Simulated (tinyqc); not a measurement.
Length offset and series resistance from crossing lines.

Question. R_total = Rs + k (L - dL)/Vo with constant Rs, dL and k. Find k, dL and Rs.

R_total at (L, Vo) = (45, 0.44), (90, 0.44), (45, 0.75) and (90, 0.75), L in nm and Vo in V (ohm um): [426.70455, 682.38636, 353.66667, 503.66667]

Answer. At each overdrive R is a straight line in L with slope k/Vo; the two lines cross at L = dL, R = Rs.

k = 2.50 ohm um V/nm
dL = 13.9 nm
Rs = 250 ohm um

tinyqc, about 0.04 s, one thread, Intel Xeon 2.30GHz (shared host): `OMP_NUM_THREADS=1 python tinyqc.py 2282123 2282124 out.jsonl`
